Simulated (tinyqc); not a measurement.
IGBT as a p-i-n diode in series with a MOS channel, on-state and switching loss: one step of the calculation.

High injection (n = p) in a drift layer from x = -W/2 (anode) to +W/2 (cathode side), recombination only in the layer with lifetime tau, ideal emitters. The channel feeds the cathode side and carries the whole current. Auger recombination, carrier-carrier scattering, emitter losses and the carrier dip under the p body are left out.

Task. Ambipolar length. b = mn/mp, B = (b - 1)/(b + 1), La = sqrt(2 Vt mn mp tau/(mn + mp)), y = W/(2 La).

Values chosen for this exercise; material values close to those of silicon: temperature T = 300 K; electron mobility mn = 1400 cm^2/(V s); hole mobility mp = 480 cm^2/(V s); width of the drift layer W = 200 um; high-injection lifetime tau = 6.2 us.

Constants: q = 1.602176634e-19 C, kB = 1.380649e-23 J/K, Vt = kB T/q. Results are converted to the units shown.

Wanted: b; B; La; y.

Result.

b = 2.917
B = 0.4894
La = 107.0 um
y = 0.9342

Computed by the program tinyqc: `OMP_NUM_THREADS=1 python tinyqc.py 2590040 2590041 out.jsonl`, one thread of a shared Intel Xeon 2.30GHz, about 0.01 s for the whole run.
